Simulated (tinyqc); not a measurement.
## MOS structure on a p-type body, non-linear Poisson equation by Newton steps: effect of the acceptor density deep in the body on threshold, swing and body effect

One dimension, insulator interface at x = 0, acceptor density Na, uniform, net doping C = -(acceptor density). psi is counted from the intrinsic level: n = ni exp((psi - Vb)/Vt), p = ni exp(-psi/Vt); deep in the body psi_b = -Vt ln(Na/ni). The gate acts through Cox = eps0 eox/tox and has the potential psi_G = Vg - (phiM - chi - Vt ln(Nc/ni)). Boltzmann statistics, full ionisation, classical densities, no oxide or interface charge.

ni = sqrt(Nc Nv) exp(-Eg/(2 Vt)), Eg in volts. The Poisson equation d/dx(eps0 eps_r dpsi/dx) = -q (p - n + C), with eps0 eps_r dpsi/dx = -Cox (psi_G - psi_0) at x = 0, is solved on a mesh of about 600 nodes or more. N_inv is the integral of n less its value deep in the body. VT is the Vg at which N_inv = 2e11 cm^-2. m = 1/(dpsi_0/dVg) at N_inv = 1e8 cm^-2; the swing is the Vg between N_inv = 1e8 and 1e9 cm^-2; body coefficient [VT(Vb + 0.05 V) - VT(Vb)]/0.05 V - 1.

Parameters, values chosen for the exercise; band and dielectric values those of a made-up semiconductor:
- T = 300 K (temperature)
- Eg = 1.42 eV (band gap)
- eps_r = 11.5 (relative permittivity)
- Nc = 3.62e19 cm^-3 (conduction-band density of states at T)
- Nv = 3.02e19 cm^-3 (valence-band density of states at T)
- chi = 4.77 eV (electron affinity)
- eox = 3.9 (relative permittivity of the gate insulator (close to silicon dioxide))
- tox = 12 nm (insulator thickness)
- phiM = 5.16 eV (gate work function)
- Vb = 0 V (electron quasi-Fermi potential against the body)

Constants: q = 1.602176634e-19 C, kB = 1.380649e-23 J/K, Vt = kB T/q, eps0 = 8.8541878128e-14 F/cm where lengths are in cm. Results are converted to the units shown.

Result of one run:
```
VT (V)  psi_0 - psi_b at VT (V)  m - 1  swing (mV/decade)  body coefficient
2.18                       1.26  0.770                106             0.714
```

Which acceptor density deep in the body Na gave this result: 4.2e17, 6.2e17, 9.2e17 or 4.2e18 cm^-3?

Na = 6.2e17 cm^-3.

The whole series:
```
Na (cm^-3)  VT (V)  psi_0 - psi_b at VT (V)  m - 1  swing (mV/decade)  body coefficient
4.2e17        1.86                     1.25  0.639               98.6             0.593
6.2e17        2.18                     1.26  0.770                106             0.714
9.2e17        2.58                     1.28  0.930                116             0.862
1.3e18        3.00                     1.29   1.10                126              1.02
2e18          3.64                     1.31   1.35                141              1.25
2.9e18        4.31                     1.32   1.62                157              1.50
4.2e18        5.12                     1.34   1.93                175              1.79
```

As Na goes from 4.2e17 to 4.2e18, VT rises from 1.86 to 5.12 V, the swing rises from 98.6 to 175 mV/decade and the body coefficient rises from 0.593 to 1.79. The swing stays within 1.1 % of m Vt ln 10, and the body coefficient within 0.14 of m - 1.

Computed by the program tinyqc: `OMP_NUM_THREADS=1 python tinyqc.py 2080054 2080055 out.jsonl`, one thread of a shared Intel Xeon 2.30GHz, about 0.5 s for the whole run.
